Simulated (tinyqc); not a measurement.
From results back to parameters: hole subbands of a hard-walled well, four-band Luttinger model. Two cases, with inputs chosen for the exercise.

Problem. At k = 0 in a hard-walled well HHn = c (g1 - 2 g2)(n pi/L)^2 - Z0 and LHn = c (g1 + 2 g2)(n pi/L)^2 + Z0, c = hbar^2/2m0. Two spacings were computed from hidden g1 and g2.

Constants: hbar^2/2m0 = 3.80998211 eV angstrom^2.
Find: u = c (pi/L)^2; g2; g1.
Method. HH2 - HH1 = 3u (g1 - 2 g2) and LH1 - HH1 = 4 u g2 + 2 Z0.

Case 1.

Values chosen (out of a larger set: near those of AlAs; not measured data): L = 190 angstrom (well width along [001]); Z0 = 0 eV (shear strain energy).

HH2 - HH1 = 6.562 meV
LH1 - HH1 = 3.375 meV

Solution.

u = c (pi/L)^2 = 1.042 meV
g2 = 0.81
g1 = 3.72

Case 2.

Values chosen (out of a larger set: near those of InP; not measured data): L = 65 angstrom (well width along [001]); Z0 = 0 eV (shear strain energy).

HH2 - HH1 = 50.197 meV
LH1 - HH1 = 56.961 meV

Solution.

u = c (pi/L)^2 = 8.900 meV
g2 = 1.60
g1 = 5.08

Computed by tinyqc, one run a case: `OMP_NUM_THREADS=1 python tinyqc.py N N+1 out.jsonl` with N = 1252574, 1252610; one thread of a shared Intel(R) Xeon(R) Processor @ 2.30GHz, about 0.2 s a run at most.
